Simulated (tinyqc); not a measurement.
Input admittance of a MOSFET at zero drain bias: distributed channel and distributed gate: one step of the calculation.

Source and drain grounded, strong inversion, w = 2 pi f, Cox = eps0 eox/tox. The channel is an RC line of resistance 1/(mu Cox Vo) per square fed from both ends, so one finger has the intrinsic admittance y = i w Cox L tanh(g)/g per width, g = (1/2) sqrt(i w tau), tau = L^2/(mu Vo). The vertical resistance rv/L is in series with y, the overlaps 2 i w Cov in parallel: y_t = 1/(1/y + rv/L) + 2 i w Cov. The gate strip is a line of Rsh/L per length loaded by y_t, so a finger has Y = y_t Wf tanh(k)/k, k = (Wf/sd) sqrt(y_t Rsh/L); the device has Nf Y.

Task. Input impedance of the device. k and Y as defined; Z = 1/(Nf Y) = R + 1/(i w C); Q = |Im Z|/R; signal at the point farthest from a contact |1/cosh k|.

Inputs (values chosen for the exercise); values of the order met in silicon radio-frequency transistors: channel length L = 1.3 um; finger width Wf = 19 um; number of fingers Nf = 1; sheet resistance of the gate Rsh = 18 ohm/square; number of ends at which a finger is contacted sd = 1; frequency f = 2.1 GHz.

y_t = 81.71604+134.01260i uS/um

Find: k; Nf Y; R; C; Q; signal at the far point.

Result.

k = 0.7723+0.4337i
Nf Y = 1.714+1.913i mS
R = 259.7 ohm
C = 261.4 fF
Q = 1.116
signal at the far point = 0.8036

Numbers from tinyqc (`OMP_NUM_THREADS=1 python tinyqc.py 2262002 2262003 out.jsonl`; about 0.01 s on one thread of a shared Intel Xeon 2.30GHz).
